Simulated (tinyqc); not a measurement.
Inside a calculation. Method: tight binding, honeycomb lattice. One step of it, computed by the program tinyqc.

Task: Bloch Hamiltonian at k. H_AB = -t1 (1 + exp(-i k.a1) + exp(-i k.a2)); H_AA = delta - 2 t2 sum cos(k.b + phi), H_BB = -delta - 2 t2 sum cos(k.b - phi), b = a1, a2 - a1, -a2.

Parameters chosen for this model:

| parameter | value | unit |
|---|---|---|
| t1 | 2.650000 | eV, nearest |
| t2 | 0.050000 | eV, second neighbours |
| phi | 0 | rad, phase of t2 (Haldane) |
| delta | 0 | eV, +/- on A and B |

k point k (fractions of the reciprocal vectors): 0.180000  -0.040000

Give: H(k) at k.

Result:

H(k) at k (eV):
```
               A              B
A         -0.158  -6.345+1.739i
B  -6.345-1.739i         -0.158
```
